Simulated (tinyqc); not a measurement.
Worked calculation: tight binding, kagome lattice. One step of it, computed by the program tinyqc.

Problem. Bloch Hamiltonian at k. H_AB = -t1 - t2 exp(-i k.a1), H_AC = -t1 - t2 exp(-i k.a2), H_BC = -t1 - t2 exp(i k.(a1 - a2)), H_CC = delta.

Parameters chosen for this model:
```
parameter     value                unit
t1         1.820000    eV, up triangles
t2         2.000000  eV, down triangles
delta      0.490000        eV on site C
```

k point k (fractions of the reciprocal vectors): 0.020000  0.070000

Give: H(k) at k.

Solution.

H(k) at k (eV):
```
               A              B              C
A          0.000  -3.804+0.251i  -3.630+0.852i
B  -3.804-0.251i          0.000  -3.722+0.618i
C  -3.630-0.852i  -3.722-0.618i          0.490
```
